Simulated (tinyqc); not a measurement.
In-plane mass from two subband densities.

Question. At zero temperature each occupied subband holds N_k = D (EF - E_k), D = md m0 q/(pi hbar^2) per eV. Two subbands are occupied. Find md, EF - E1 and EF - E2.

Constants: q = 1.602176634e-19 C, hbar = 1.054571817e-34 J s, m0 = 9.1093837015e-31 kg. Results are converted to the units shown.

N1, N2 (cm^-2): 1.0599953e12  2.2e11
E2 - E1 = 30.7 meV

Answer. N1 - N2 = D (E2 - E1) gives D and so md; each N_k/D is a distance to EF.

md = 0.0655 m0
EF - E1 = 38.7 meV
EF - E2 = 8.04 meV

tinyqc, about 0.1 s, one thread, Intel Xeon 2.30GHz (shared host): `OMP_NUM_THREADS=1 python tinyqc.py 2140058 2140059 out.jsonl`
